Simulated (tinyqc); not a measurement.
Slope factor and drain-induced lowering from three currents.

Inverse problem. With source and body at 0 V, I = A exp((Vg + dd Vd)/(nf Vt)) (1 - exp(-Vd/Vt)). Find nf, the swing nf Vt ln 10 and dd.

Inputs (values chosen for the exercise): temperature T = 398 K.

Constants: q = 1.602176634e-19 C, kB = 1.380649e-23 J/K, Vt = kB T/q. Results are converted to the units shown.

currents at (Vg, Vd) = (0, 0.05), (0, 0.9) and (0.1, 0.9) V (nA/um): [0.33485975, 3.2205451, 33.815799]

Solution. The pair at equal Vd gives nf; the pair at equal Vg, after dividing out the factors 1 - exp(-Vd/Vt), gives dd.

nf = 1.240
swing = 97.92 mV/decade
dd = 0.1000

Computed by the program tinyqc: `OMP_NUM_THREADS=1 python tinyqc.py 2242253 2242254 out.jsonl`, one thread of a shared Intel Xeon 2.30GHz, about 0.03 s for the whole run.
